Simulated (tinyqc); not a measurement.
Surface orientation and number of bands: six-band hole subbands of a thin body in a field.

Basis X, Y, Z times spin, hole energies counted downwards from the unstrained edge (the hydrostatic shift is left out), c = hbar^2/2m0. For a symmetric tensor T let C(T) have C_XX = L Txx + M (Tyy + Tzz), C_XY = N Txy (cyclic), L = c (g1 + 4 g2), M = c (g1 - 2 g2), N = 6 c g3. k = q + kz n, n the unit normal, q = k1 u + k2 v with u along the channel [1-10] and v = n x u. H = C(k k^T) + (Dso/3)(1 - L.sigma) - B + e F z with (L_k)_ij = -i epsilon_kij; B is the block C built from the traceless strain with 2b, -b and sqrt(3) d in place of L, M, N. Strain: exx = eyy = (s11 + s12) sx/2, ezz = s12 sx, exy = -s44 sx/4. Hard walls at z = 0 and t; basis sin(j pi z/t), j = 1 to Nz: kz^2 = (j pi/t)^2, kz = -i D with D_jl = 4 j l/(t (j^2 - l^2)), z_jj = t/2 and z_jl = -8 t j l/(pi (j^2 - l^2))^2 for j + l odd; 1 MV/cm = 0.01 eV/angstrom.

Nz = 14. E1 is the top subband at q = 0, gap the distance to the next pair, and the masses are c q^2/(E(q) - E1) at |q| = 0.02 1/angstrom (mean of the spin pair) along the channel [1-10] and across it in the plane; a dash marks a band that does not rise.

Constants: hbar^2/2m0 = 3.80998211 eV angstrom^2.

Values chosen for the exercise (near those of a p-type Si channel; not measured data): g1 = 4.27 (Luttinger gamma1); g2 = 0.34 (gamma2); g3 = 1.44 (gamma3); Dso = 0.044 eV (spin-orbit splitting); b = -2.13 eV (tetragonal potential); d = -4.73 eV (trigonal potential); S = (7.77, -2.14, 12.7) 1/TPa (compliances s11, s12, s44); t = 90 angstrom (body thickness); F = 0 MV/cm (field across the body); sx = -1 GPa (stress along the channel [1-10], negative in compression).

Three faces, six bands; and four bands, with Dso set to 1000 eV.

Results:
```
case,E1 (meV),gap (meV),m channel,m across
(001) 6 bands,-10.7,49.0,0.153,1.809
(001) 4 bands,-0.5,40.7,0.186,0.581
(110) 6 bands,-24.8,5.8,0.117,0.280
(110) 4 bands,-8.2,26.1,0.149,0.296
(111) 6 bands,-20.3,20.0,0.129,0.828
(111) 4 bands,-7.5,22.6,0.162,0.260
```

With six bands the top subband is shallowest on (110) (-24.8 meV) and deepest on (001). Without the stress E1 would be 16.7, 6.5 and 6.5 meV, so the stress moves it by -27.4, -31.3 and -26.7 meV. The lightest channel mass is on (110) (0.117 m0). Dropping the split-off band moves E1 by 10.2, 16.6 and 12.8 meV and the gap by -8.3, 20.3 and 2.5 meV on the three faces, with Dso = 44 meV.

Program tinyqc; command `OMP_NUM_THREADS=1 python tinyqc.py 1250185 1250186 out.jsonl`; about 0.9 s on one thread of a shared Intel(R) Xeon(R) Processor @ 2.30GHz.
